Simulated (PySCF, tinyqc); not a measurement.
Worked calculation: RKS/PBE0 in the sto-3g basis, for H4, spin multiplicity 1. The lowest restricted solution is unstable here: a spin-polarised one lies 0.0194 hartree lower (PySCF). Computed by tinyqc, a small Python program that keeps every step (integrals from PySCF). Settings: charge = 0, multiplicity = 1, basis = sto-3g, energy threshold = 1e-08, iteration cap = 72, orthogonalisation = symmetric, start = core, DIIS depth = 4, method = RKS, functional = pbe0, grid = [30, 50]. Command: `OMP_NUM_THREADS=1 python tinyqc.py 29821 29822 out.jsonl` (the two numbers bound the seeds that draw the settings). One thread of a shared host (Intel(R) Xeon(R) Processor @ 2.60GHz), about 0.3 s of CPU time with the checks. Later iterations appear only in the table of the cycle.

## One-electron integrals

Geometry (angstrom):
```
atom         x         y         z
H     0.000000  0.000000  0.000000
H     0.000000  0.000000  1.379000
H     0.000000  1.652000  0.000000
H     0.000000  1.652000  1.379000
```

Basis sto-3g: exponents (1/bohr^2) and contraction coefficients of normalised primitives:
```
element  l (shell)  exponent  coefficient
H            s (1)  3.425251     0.154329
H            s (1)  0.623914     0.535328
H            s (1)  0.168855     0.444635
```

Overlap, kinetic and nuclear-attraction integrals over the contracted functions; the nuclear repulsion is the sum of Za Zb / Rab.

nuclear repulsion = 1.89994946 hartree

overlap S, order 1H 1s, 2H 1s, 3H 1s, 4H 1s:
$$\begin{pmatrix}
1.000000 & 0.304430 & 0.205602 & 0.092424 \\
0.304430 & 1.000000 & 0.092424 & 0.205602 \\
0.205602 & 0.092424 & 1.000000 & 0.304430 \\
0.092424 & 0.205602 & 0.304430 & 1.000000
\end{pmatrix}$$

kinetic energy T (hartree), order 1H 1s, 2H 1s, 3H 1s, 4H 1s:
$$\begin{pmatrix}
0.760032 & 0.022325 & -0.000430 & -0.011279 \\
0.022325 & 0.760032 & -0.011279 & -0.000430 \\
-0.000430 & -0.011279 & 0.760032 & 0.022325 \\
-0.011279 & -0.000430 & 0.022325 & 0.760032
\end{pmatrix}$$

nuclear attraction V (hartree), order 1H 1s, 2H 1s, 3H 1s, 4H 1s:
$$\begin{pmatrix}
-2.173298 & -0.591532 & -0.386470 & -0.177079 \\
-0.591532 & -2.173298 & -0.177079 & -0.386470 \\
-0.386470 & -0.177079 & -2.173298 & -0.591532 \\
-0.177079 & -0.386470 & -0.591532 & -2.173298
\end{pmatrix}$$

core Hamiltonian H = T + V (hartree), order 1H 1s, 2H 1s, 3H 1s, 4H 1s:
$$\begin{pmatrix}
-1.413266 & -0.569208 & -0.386900 & -0.188357 \\
-0.569208 & -1.413266 & -0.188357 & -0.386900 \\
-0.386900 & -0.188357 & -1.413266 & -0.569208 \\
-0.188357 & -0.386900 & -0.569208 & -1.413266
\end{pmatrix}$$

## Two-electron integrals

Functions are numbered as in S; the eight-fold symmetry (ij|kl) = (ji|kl) = (kl|ij) leaves the list below.

Two-electron integrals (ij|kl) in chemists' order, unique and non-zero (hartree):
```
(11|11) 0.774606   (21|11) 0.169049   (21|21) 0.054073   (22|11) 0.372407
(22|21) 0.169049   (22|22) 0.774606   (31|11) 0.105655   (31|21) 0.026361
(31|22) 0.065665   (31|31) 0.023229   (32|11) 0.038035   (32|21) 0.012741
(32|22) 0.041621   (32|31) 0.008791   (32|32) 0.004303   (33|11) 0.316550
(33|21) 0.088279   (33|22) 0.245442   (33|31) 0.105655   (33|32) 0.041621
(33|33) 0.774606   (41|11) 0.041621   (41|21) 0.012741   (41|22) 0.038035
(41|31) 0.008791   (41|32) 0.004212   (41|33) 0.038035   (41|41) 0.004303
(42|11) 0.065665   (42|21) 0.026361   (42|22) 0.105655   (42|31) 0.014494
(42|32) 0.008791   (42|33) 0.065665   (42|41) 0.008791   (42|42) 0.023229
(43|11) 0.088279   (43|21) 0.028154   (43|22) 0.088279   (43|31) 0.026361
(43|32) 0.012741   (43|33) 0.169049   (43|41) 0.012741   (43|42) 0.026361
(43|43) 0.054073   (44|11) 0.245442   (44|21) 0.088279   (44|22) 0.316550
(44|31) 0.065665   (44|32) 0.038035   (44|33) 0.372407   (44|41) 0.041621
(44|42) 0.105655   (44|43) 0.169049   (44|44) 0.774606
```

## Orthogonalisation

S = U s U^T; symmetric (Loewdin) form X = U s^(-1/2) U^T, so that X^T S X = 1.

eigenvalues of S: [0.582392, 0.808748, 1.006404, 1.602456]

X, order 1H 1s, 2H 1s, 3H 1s, 4H 1s:
$$\begin{pmatrix}
1.052278 & -0.158890 & -0.101311 & -0.002114 \\
-0.158890 & 1.052278 & -0.002114 & -0.101311 \\
-0.101311 & -0.002114 & 1.052278 & -0.158890 \\
-0.002114 & -0.101311 & -0.158890 & 1.052278
\end{pmatrix}$$

## Starting guess

The start is the orbitals of the core Hamiltonian; D = 2 C_occ C_occ^T.

D at the start, order 1H 1s, 2H 1s, 3H 1s, 4H 1s:
$$\begin{pmatrix}
0.808840 & 0.808840 & -0.184798 & -0.184798 \\
0.808840 & 0.808840 & -0.184798 & -0.184798 \\
-0.184798 & -0.184798 & 0.808840 & 0.808840 \\
-0.184798 & -0.184798 & 0.808840 & 0.808840
\end{pmatrix}$$

## Iteration 1: exchange-correlation on the grid

Becke grid with 30 radial and 50 angular points per atom, points of zero weight dropped. rho = sum D_ij phi_i phi_j; V_xc,ij = sum w v_xc phi_i phi_j plus the gradient terms; v_xc is d(rho eps)/d rho at fixed gradient. Exact exchange is left to K.

The 16 grid points with the largest w rho, of 5936 (bohr, atomic units):
```
x                  y         z         w       rho  |grad rho|^2     eps_xc       v_xc
0.000000    4.038070  1.689690  0.094567  0.041854      0.004474  -0.239028  -0.300867
0.000000   -0.916242  1.689690  0.094567  0.041854      0.004474  -0.239028  -0.300867
0.000000   -0.916242  0.916242  0.094567  0.041854      0.004474  -0.239028  -0.300867
0.000000    4.038070  0.916242  0.094567  0.041854      0.004474  -0.239028  -0.300867
0.000000    2.205586  1.689690  0.097304  0.040372      0.003911  -0.236272  -0.298398
0.000000    0.916242  0.916242  0.097304  0.040372      0.003911  -0.236272  -0.298398
0.000000    0.916242  1.689690  0.097304  0.040372      0.003911  -0.236272  -0.298398
0.000000    2.205586  0.916242  0.097304  0.040372      0.003911  -0.236272  -0.298398
-0.916242   3.121828  1.689690  0.095342  0.041050      0.004413  -0.237780  -0.298551
0.916242    3.121828  1.689690  0.095342  0.041050      0.004413  -0.237780  -0.298551
0.916242    0.000000  1.689690  0.095342  0.041050      0.004413  -0.237780  -0.298551
-0.916242   0.000000  1.689690  0.095342  0.041050      0.004413  -0.237780  -0.298551
-0.916242   0.000000  0.916242  0.095342  0.041050      0.004413  -0.237780  -0.298551
0.916242    0.000000  0.916242  0.095342  0.041050      0.004413  -0.237780  -0.298551
-0.916242   3.121828  0.916242  0.095342  0.041050      0.004413  -0.237780  -0.298551
0.916242    3.121828  0.916242  0.095342  0.041050      0.004413  -0.237780  -0.298551
```

electrons on the grid, sum of w rho = 4.000663

E_xc = sum of w rho eps_xc = -1.01197714 hartree

V_xc (hartree), order 1H 1s, 2H 1s, 3H 1s, 4H 1s:
$$\begin{pmatrix}
-0.329662 & -0.090292 & -0.054385 & -0.025161 \\
-0.090292 & -0.329662 & -0.025161 & -0.054385 \\
-0.054385 & -0.025161 & -0.329662 & -0.090292 \\
-0.025161 & -0.054385 & -0.090292 & -0.329662
\end{pmatrix}$$

## Iteration 1: building the Kohn-Sham matrix

J_ij = sum D_kl (ij|kl), K_ij = sum D_kl (ik|jl); F = H + J - 0.125 K + V_xc; E = tr D H + tr D J / 2 - 0.0625 tr D K + E_xc + E_nn.

Coulomb J (hartree), order 1H 1s, 2H 1s, 3H 1s, 4H 1s:
$$\begin{pmatrix}
1.705826 & 0.520388 & 0.341988 & 0.160434 \\
0.520388 & 1.705826 & 0.160434 & 0.341988 \\
0.341988 & 0.160434 & 1.705826 & 0.520388 \\
0.160434 & 0.341988 & 0.520388 & 1.705826
\end{pmatrix}$$

exchange K (hartree), order 1H 1s, 2H 1s, 3H 1s, 4H 1s:
$$\begin{pmatrix}
0.911341 & 0.594994 & 0.191052 & 0.146898 \\
0.594994 & 0.911341 & 0.146898 & 0.191052 \\
0.191052 & 0.146898 & 0.911341 & 0.594994 \\
0.146898 & 0.191052 & 0.594994 & 0.911341
\end{pmatrix}$$

Kohn-Sham matrix F (hartree), order 1H 1s, 2H 1s, 3H 1s, 4H 1s:
$$\begin{pmatrix}
-0.151019 & -0.213486 & -0.123178 & -0.071446 \\
-0.213486 & -0.151019 & -0.071446 & -0.123178 \\
-0.123178 & -0.071446 & -0.151019 & -0.213486 \\
-0.071446 & -0.123178 & -0.213486 & -0.151019
\end{pmatrix}$$

total energy of this density = -1.97419003 hartree

## Iteration 1: diagonalisation and new density

Diagonalise F' = X^T F X, C = X C', fill 2 alpha and 2 beta electrons from the bottom; D = 2 C_occ C_occ^T. Each column has its largest component positive (the first on a tie).

F' = X^T F X (hartree):
$$\begin{pmatrix}
-0.077090 & -0.181770 & -0.090734 & 0.000674 \\
-0.181770 & -0.077090 & 0.000674 & -0.090734 \\
-0.090734 & 0.000674 & -0.077090 & -0.181770 \\
0.000674 & -0.090734 & -0.181770 & -0.077090
\end{pmatrix}$$

orbital energies (hartree): MO1 -0.348920, MO2 -0.168800, MO3 0.013272, MO4 0.196087

coefficients C, order 1H 1s, 2H 1s, 3H 1s, 4H 1s:
$$\begin{pmatrix}
0.394982 & 0.498407 & 0.555985 & 0.655182 \\
0.394982 & 0.498407 & -0.555985 & -0.655182 \\
0.394982 & -0.498407 & 0.555985 & -0.655182 \\
0.394982 & -0.498407 & -0.555985 & 0.655182
\end{pmatrix}$$

D after iteration 1, order 1H 1s, 2H 1s, 3H 1s, 4H 1s:
$$\begin{pmatrix}
0.808840 & 0.808840 & -0.184798 & -0.184798 \\
0.808840 & 0.808840 & -0.184798 & -0.184798 \\
-0.184798 & -0.184798 & 0.808840 & 0.808840 \\
-0.184798 & -0.184798 & 0.808840 & 0.808840
\end{pmatrix}$$

## Iteration 2: exchange-correlation on the grid

As before.

The 16 grid points with the largest w rho, of 5936 (bohr, atomic units):
```
x                  y         z         w       rho  |grad rho|^2     eps_xc       v_xc
0.000000    4.038070  0.916242  0.094567  0.041854      0.004474  -0.239028  -0.300867
0.000000   -0.916242  0.916242  0.094567  0.041854      0.004474  -0.239028  -0.300867
0.000000   -0.916242  1.689690  0.094567  0.041854      0.004474  -0.239028  -0.300867
0.000000    4.038070  1.689690  0.094567  0.041854      0.004474  -0.239028  -0.300867
0.000000    2.205586  0.916242  0.097304  0.040372      0.003911  -0.236272  -0.298398
0.000000    0.916242  0.916242  0.097304  0.040372      0.003911  -0.236272  -0.298398
0.000000    0.916242  1.689690  0.097304  0.040372      0.003911  -0.236272  -0.298398
0.000000    2.205586  1.689690  0.097304  0.040372      0.003911  -0.236272  -0.298398
0.916242    3.121828  0.916242  0.095342  0.041050      0.004413  -0.237780  -0.298551
-0.916242   3.121828  0.916242  0.095342  0.041050      0.004413  -0.237780  -0.298551
0.916242    0.000000  0.916242  0.095342  0.041050      0.004413  -0.237780  -0.298551
-0.916242   0.000000  0.916242  0.095342  0.041050      0.004413  -0.237780  -0.298551
-0.916242   0.000000  1.689690  0.095342  0.041050      0.004413  -0.237780  -0.298551
0.916242    0.000000  1.689690  0.095342  0.041050      0.004413  -0.237780  -0.298551
0.916242    3.121828  1.689690  0.095342  0.041050      0.004413  -0.237780  -0.298551
-0.916242   3.121828  1.689690  0.095342  0.041050      0.004413  -0.237780  -0.298551
```

electrons on the grid, sum of w rho = 4.000663

E_xc = sum of w rho eps_xc = -1.01197714 hartree

V_xc (hartree), order 1H 1s, 2H 1s, 3H 1s, 4H 1s:
$$\begin{pmatrix}
-0.329662 & -0.090292 & -0.054385 & -0.025161 \\
-0.090292 & -0.329662 & -0.025161 & -0.054385 \\
-0.054385 & -0.025161 & -0.329662 & -0.090292 \\
-0.025161 & -0.054385 & -0.090292 & -0.329662
\end{pmatrix}$$

## Iteration 2: building the Kohn-Sham matrix

As before.

Coulomb J (hartree), order 1H 1s, 2H 1s, 3H 1s, 4H 1s:
$$\begin{pmatrix}
1.705826 & 0.520388 & 0.341988 & 0.160434 \\
0.520388 & 1.705826 & 0.160434 & 0.341988 \\
0.341988 & 0.160434 & 1.705826 & 0.520388 \\
0.160434 & 0.341988 & 0.520388 & 1.705826
\end{pmatrix}$$

exchange K (hartree), order 1H 1s, 2H 1s, 3H 1s, 4H 1s:
$$\begin{pmatrix}
0.911341 & 0.594994 & 0.191052 & 0.146898 \\
0.594994 & 0.911341 & 0.146898 & 0.191052 \\
0.191052 & 0.146898 & 0.911341 & 0.594994 \\
0.146898 & 0.191052 & 0.594994 & 0.911341
\end{pmatrix}$$

Kohn-Sham matrix F (hartree), order 1H 1s, 2H 1s, 3H 1s, 4H 1s:
$$\begin{pmatrix}
-0.151019 & -0.213486 & -0.123178 & -0.071446 \\
-0.213486 & -0.151019 & -0.071446 & -0.123178 \\
-0.123178 & -0.071446 & -0.151019 & -0.213486 \\
-0.071446 & -0.123178 & -0.213486 & -0.151019
\end{pmatrix}$$

total energy of this density = -1.97419003 hartree

## Iteration 2 (converged): orbitals

As before.

F' = X^T F X (hartree):
$$\begin{pmatrix}
-0.077090 & -0.181770 & -0.090734 & 0.000674 \\
-0.181770 & -0.077090 & 0.000674 & -0.090734 \\
-0.090734 & 0.000674 & -0.077090 & -0.181770 \\
0.000674 & -0.090734 & -0.181770 & -0.077090
\end{pmatrix}$$

orbital energies (hartree): MO1 -0.348920, MO2 -0.168800, MO3 0.013272, MO4 0.196087

coefficients C, order 1H 1s, 2H 1s, 3H 1s, 4H 1s:
$$\begin{pmatrix}
0.394982 & 0.498407 & 0.555985 & 0.655182 \\
0.394982 & 0.498407 & -0.555985 & -0.655182 \\
0.394982 & -0.498407 & 0.555985 & -0.655182 \\
0.394982 & -0.498407 & -0.555985 & 0.655182
\end{pmatrix}$$

D after iteration 2, order 1H 1s, 2H 1s, 3H 1s, 4H 1s:
$$\begin{pmatrix}
0.808840 & 0.808840 & -0.184798 & -0.184798 \\
0.808840 & 0.808840 & -0.184798 & -0.184798 \\
-0.184798 & -0.184798 & 0.808840 & 0.808840 \\
-0.184798 & -0.184798 & 0.808840 & 0.808840
\end{pmatrix}$$

## Convergence

Stop when the energy changes by less than 1e-08 hartree and every element of the error matrix X^T (F D S - S D F) X is below 3e-05.

Course of the cycle:
```
iteration  E (hartree)     change  largest element of the error matrix
1          -1.97419003          -                             4.90e-15
2          -1.97419003  -4.44e-16                             9.70e-15
```

PySCF RKS in the same basis, fine grid = -1.97414248 hartree

Converged in 2 iterations. The coarse grid moves the energy by -4.76e-05 hartree.

## Populations, bond orders and dipole

Mulliken: Z minus the diagonal of D S on the atom; Loewdin: the same with S^(1/2) D S^(1/2); Mayer order: 2 sum_s sum (D(s) S)_ij (D(s) S)_ji over the two atoms.

Charges (e):
```
atom  Mulliken  Loewdin
1H           0        0
2H           0        0
3H           0        0
4H           0        0
```

Mayer bond orders:
```
pair     order
2-1   1.000000
3-1          0
3-2          0
4-1          0
4-2          0
4-3   1.000000
```

dipole moment about the origin, x y z (debye): [0.000000, 0.000000, 0.000000]
